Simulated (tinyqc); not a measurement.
Inside a calculation. Model: thin film between two gates, subbands and threshold shift from confinement.

Numbers from tinyqc (`OMP_NUM_THREADS=1 python tinyqc.py 2350038 2350039 out.jsonl`; about 0.09 s on one thread of a shared Intel Xeon 2.30GHz). Printed values are rounded.

Undoped body with a flat potential across it, hard walls, transport along x. Three valley pairs (g = 2 each) with the longitudinal mass along x, y or z. Non-parabolicity enters the subband edges through E (1 + al E) = gamma, so E = 2 gamma/(1 + sqrt(1 + 4 al gamma)); motion within a subband is taken as parabolic with the band-edge mass. Energies are counted from the bulk band edge.

Values chosen for this exercise; masses close to those of silicon: temperature T = 300 K; longitudinal mass ml = 0.901 m0; transverse mass mt = 0.191 m0; non-parabolicity al = 0.5 1/eV; film thickness (along z) t = 5.6 nm; widening of the box by penetration into the insulator dl = 0.2 nm.

Constants: q = 1.602176634e-19 C, kB = 1.380649e-23 J/K, hbar = 1.054571817e-34 J s, m0 = 9.1093837015e-31 kg, Vt = kB T/q, hbar^2/(2 m0) = 0.0380998212 eV nm^2. Results are converted to the units shown.

## Lowest subbands

gamma = C (pi k/(t + dl))^2/mz, C = hbar^2/(2 m0). List the 5 lowest, labelled by valley axis and quantum numbers, with degeneracy g and N_k: N_k = g sqrt(mx my) m0 kB T/(pi hbar^2).

```
subband	E_k (eV)	g	N_k (cm^-2)
z1	0.01233027	2	4.125292e12
z2	0.04845139	2	4.125292e12
x1	0.05690483	2	8.959843e12
y1	0.05690483	2	8.959843e12
z3	0.1060349	2	4.125292e12
```

## Threshold shift

Each subband has N_k = g sqrt(mx my) m0 kB T/(pi hbar^2); without degeneracy n = exp(EF/Vt) sum N_k exp(-E_k/Vt). Classical value Nc times t, Nc = sum over valleys of 2 g (m m0 kB T/(2 pi hbar^2))^1.5 with m = (mx my mz)^(1/3). Threshold shift dVT = Vt ln(classical value/sum N_k exp(-E_k/Vt)). Use the subbands listed.

shares, subband z1 to z3 (%): 48.81617  12.07134  18.90557  18.90557  1.30135
sum N_k exp(-E_k/Vt) = 5.245074e12 cm^-2
Nc = 2.729726e19 cm^-3
classical value = 1.528646e13 cm^-2
dVT = 27.65333 mV

With all subbands dVT = 27.61 mV. The lowest edge lies at 12.3 meV; dVT is larger than that, since sum N_k exp(-(E_k - E_1)/Vt) falls short of the classical value.
